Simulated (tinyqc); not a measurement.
Hall effect and magnetoresistance of several carrier groups with constant relaxation times: one step, computed by the program tinyqc. Command: `OMP_NUM_THREADS=1 python tinyqc.py 3017048 3017049 out.jsonl hall2 walk`. One thread of a shared host (Intel(R) Xeon(R) Processor @ 2.30GHz), about 0.01 s of CPU time with the checks.

Group 1 has charge -e and group 2 charge +e; s_i is that sign. B lies along z; mu B is formed with mu in m^2/(V s).

Problem. Limits of weak and strong field. Weak field: R_H(0) = sum s_i n_i mu_i^2/(e (sum n_i mu_i)^2); MR = c B^2 with c = n1 n2 mu1 mu2 (s1 mu1 - s2 mu2)^2/(n1 mu1 + n2 mu2)^2. Strong field: R_H = 1/(e sum s_i n_i); rho_xx saturates at (n1/mu1 + n2/mu2)/(e (sum s_i n_i)^2).

Inputs (values chosen for the exercise, for a model conductor): density n1 = 3e+18 1/cm^3; mobility mu1 = 2000 cm^2/(V s); density n2 = 2.4e+17 1/cm^3; mobility mu2 = 1400 cm^2/(V s).

Carriers: electrons and holes. Densities: per volume.

Constants: e = 1.602176634e-19 C.

Give: R_H at weak field; coefficient c; R_H at strong field; saturation MR.

Solution.

R_H at weak field = -1.793 cm^3/C

coefficient c = 0.005805 1/T^2

R_H at strong field = -2.261 cm^3/C

saturation MR = 39.02 %

R_H keeps its sign, and its size changes by a factor 1.26 from weak to strong field.
